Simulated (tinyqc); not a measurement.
# Junction parameters from two forward currents

Question. D(v) = J1 (exp(v/Vt) - 1) + J2 (exp(v/(2 Vt)) - 1). Find J1, J2 and the voltage 2 Vt ln(J2/J1) near which both parts are equal.

Values chosen for this exercise:
```
symbol  value  unit      meaning
T         358     K  temperature
```

Constants: q = 1.602176634e-19 C, kB = 1.380649e-23 J/K, Vt = kB T/q. Results are converted to the units shown.

junction voltages (V): [0.27, 0.61]
currents (uA/um): [1.0128036e-7, 0.0014116461]

Answer. The current is linear in J1 and J2, so two points give two equations.

J1 = 3.60e-12 uA/um
J2 = 1.00e-9 uA/um
crossover = 0.347 V

Program tinyqc, `OMP_NUM_THREADS=1 python tinyqc.py 2182274 2182275 out.jsonl`; Intel Xeon 2.30GHz, shared host, one thread, about 0.2 s.
